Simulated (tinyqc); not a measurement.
# Input admittance of a MOSFET at zero drain bias: distributed channel and distributed gate: two studies

Source and drain grounded, strong inversion, w = 2 pi f, Cox = eps0 eox/tox. The channel is an RC line of resistance 1/(mu Cox Vo) per square fed from both ends, so one finger has the intrinsic admittance y = i w Cox L tanh(g)/g per width, g = (1/2) sqrt(i w tau), tau = L^2/(mu Vo). The vertical resistance rv/L is in series with y, the overlaps 2 i w Cov in parallel: y_t = 1/(1/y + rv/L) + 2 i w Cov. The gate strip is a line of Rsh/L per length loaded by y_t, so a finger has Y = y_t Wf tanh(k)/k, k = (Wf/sd) sqrt(y_t Rsh/L); the device has Nf Y.

Inputs (values chosen for the exercise); values of the order met in silicon radio-frequency transistors: relative permittivity of the gate insulator (close to silicon dioxide) eox = 3.9; insulator thickness tox = 4.8 nm; channel length L = 0.14 um; finger width Wf = 0.81 um; number of fingers Nf = 16; channel mobility mu = 160 cm^2/(V s); gate overdrive Vo = 0.25 V; sheet resistance of the gate Rsh = 3.1 ohm/square; vertical resistivity of the gate stack rv = 0 ohm um^2; number of ends at which a finger is contacted sd = 1; overlap and fringe capacitance on each side Cov = 0.38 fF/um; frequency f = 17 GHz.

Constants: eps0 = 8.8541878128e-14 F/cm where lengths are in cm. Results are converted to the units shown.

Each table varies one quantity; the others keep the values above.

## Input impedance against frequency

Low-frequency limits, with c = Cox L and ct = c + 2 Cov: R_strip = Rsh Wf/(3 sd^2 L Nf), R_ch = (c/ct)^2 L/(12 mu Cox Vo Wf Nf), R_vert = (c/ct)^2 rv/(L Wf Nf), C = ct Wf Nf. Z = 1/(Nf Y) = R + 1/(i w C), Q = |Im Z|/R, far-point signal |1/cosh k|.

The same in every row: low-frequency R (ohm) = 10.54.

Input impedance against frequency:

| f (GHz) | w tau | \|k\| | R (ohm) | C (fF) | Q | signal at the far point |
|---|---|---|---|---|---|---|
| 0.2 | 0.006158 | 0.005680 | 10.54 | 22.90 | 3298 | 1.000 |
| 0.4 | 0.01232 | 0.008033 | 10.54 | 22.90 | 1649 | 1.000 |
| 1 | 0.03079 | 0.01270 | 10.54 | 22.90 | 659.6 | 1.000 |
| 3 | 0.09236 | 0.02200 | 10.53 | 22.90 | 219.9 | 1.000 |
| 7 | 0.2155 | 0.03360 | 10.53 | 22.90 | 94.26 | 1.000 |
| 20 | 0.6158 | 0.05676 | 10.52 | 22.88 | 33.05 | 1.000 |
| 50 | 1.539 | 0.08943 | 10.47 | 22.77 | 13.36 | 0.9997 |
| 100 | 3.079 | 0.1250 | 10.27 | 22.39 | 6.925 | 0.9989 |
| 300 | 9.236 | 0.1990 | 8.556 | 19.59 | 3.166 | 0.9942 |

R falls from 10.5 to 8.56 ohm and C falls from 22.9 to 19.6 fF. Q goes as f^(-1.00) between the first two rows and f^(-0.71) between the last two, where w tau = 9.24 and |k| = 0.199. The low-frequency limits hold both R and C within 5 % up to f = 100 GHz among the rows.

## Dividing a fixed width into fingers

Total width Wf Nf = 13 um; each finger also has a contact resistance Rc at each contacted end, which adds Rc/(sd Nf). The resistances are low-frequency limits, good while |k| is below about 1; the far-point signal is |1/cosh k| at f, without Rc.

The same in every row: R_ch + R_vert (ohm) = 10.13.

Dividing a fixed width into fingers:

| Nf | Wf (um) | R_strip (ohm) | Rc/(sd Nf) for Rc = 30 ohm (ohm) | sum (ohm) | signal at the far point |
|---|---|---|---|---|---|
| 1 | 13.00 | 95.95 | 30.00 | 136.1 | 0.9531 |
| 2 | 6.500 | 23.99 | 15.00 | 49.12 | 0.9952 |
| 4 | 3.250 | 5.997 | 7.500 | 23.63 | 0.9993 |
| 8 | 1.625 | 1.499 | 3.750 | 15.38 | 0.9999 |
| 16 | 0.8125 | 0.3748 | 1.875 | 12.38 | 1.000 |
| 32 | 0.4062 | 0.09370 | 0.9375 | 11.16 | 1.000 |
| 64 | 0.2031 | 0.02343 | 0.4688 | 10.62 | 1.000 |
| 128 | 0.1016 | 0.005856 | 0.2344 | 10.37 | 1.000 |

What does the table show?

R_strip falls as 1/Nf^2, from 96.0 to 0.00586 ohm, the contact term as 1/Nf, and R_ch + R_vert stays at 10.1 ohm since the total width is fixed. The sum is within a factor 1.5 of that floor from Nf = 16 on. More fingers add wiring capacitance, which is left out.

tinyqc, about 0.01 s, one thread, Intel Xeon 2.30GHz (shared host): `OMP_NUM_THREADS=1 python tinyqc.py 2262011 2262012 out.jsonl`
